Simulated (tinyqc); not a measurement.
MOSFET in saturation, small-signal circuit and noise: two steps of the calculation.

Bias by the inversion coefficient IC = I/Ispec (charge-based model with velocity saturation; weak inversion below 0.1, strong above 10). Common-source circuit: gm, gds, Cgs, Cgd and Cj at the inner nodes, Rg in series with the gate; quasi-static, no source or drain resistance, no gate-body capacitance, no substrate network, no induced gate noise, so fmax is an upper estimate.

Inputs (values chosen for the exercise): temperature T = 293 K; gate length L = 28 nm; total gate width W = 10 um; gate capacitance Cox = 1.9 uF/cm^2; mobility mu = 270 cm^2/(V s); slope factor n = 1.41; velocity-saturation length Ls = 25 nm; ratio gds/gm sg = 0.15; inversion coefficient IC = 0.53; short-channel excess of the noise factor gw = 0.07; oxide trap density Nt = 8.2e16 cm^-3 eV^-1; tunnelling length into the oxide lt = 0.1 nm; Coulomb scattering coefficient ac = 3000 V s/C.

Constants: q = 1.602176634e-19 C, kB = 1.380649e-23 J/K, Vt = kB T/q. Results are converted to the units shown.

Question 1. Current, transconductance and gain. Ispec = 2 n mu Cox (W/L) Vt^2, lc = Ls/L, gms = [sqrt((lc IC + 1)^2 + 4 IC) - 1]/[2 + lc (lc IC + 1)], gm = gms Ispec/(n Vt), gds = sg gm.

Find: Ispec; I; gms; gm; gds; gm/I.

Answer 1.

Ispec = 329.37 uA
I = 174.57 uA
gms = 0.32314
gm = 2.9896 mS
gds = 0.44844 mS
gm/I = 17.126 1/V

Question 2. Noise at the gate. Channel noise Sid = 4 kB T gam n gm with gam = (1/2 + (2/3) qs)/(1 + qs) + gw lc IC, qs = [sqrt(1 + 4 IC) - 1]/2, lc = Ls/L (the last term an empirical rise with velocity saturation); at the gate, white noise Sw = Sid/gm^2 + 4 kB T Rg. Number fluctuation with correlated mobility: S(f) = K/f, K = q^2 Vt lt Nt/(W L Cox^2) (1 + ac mu Cox I/gm)^2, Vt in eV with Nt per eV. Corner fc = K/Sw. Full shot noise would be 2 q I.

I = 174.56828 uA
gm = 2.9896232 mS
Rg = 10.952381 ohm

Give: gam; Sid; Sid/(2 q I); sqrt(Sw); K; fc.

Answer 2.

gam = 0.57930
Sid = 3.9514e-23 A^2/Hz
Sid/(2 q I) = 0.70638
sqrt(Sw) = 2.1443 nV/Hz^0.5
K = 6.2453e-11 V^2
fc = 13.582 MHz

The gate resistance gives 3.9 % of the white noise power.

tinyqc, about 0.01 s, one thread, Intel Xeon 2.30GHz (shared host): `OMP_NUM_THREADS=1 python tinyqc.py 2150042 2150043 out.jsonl`
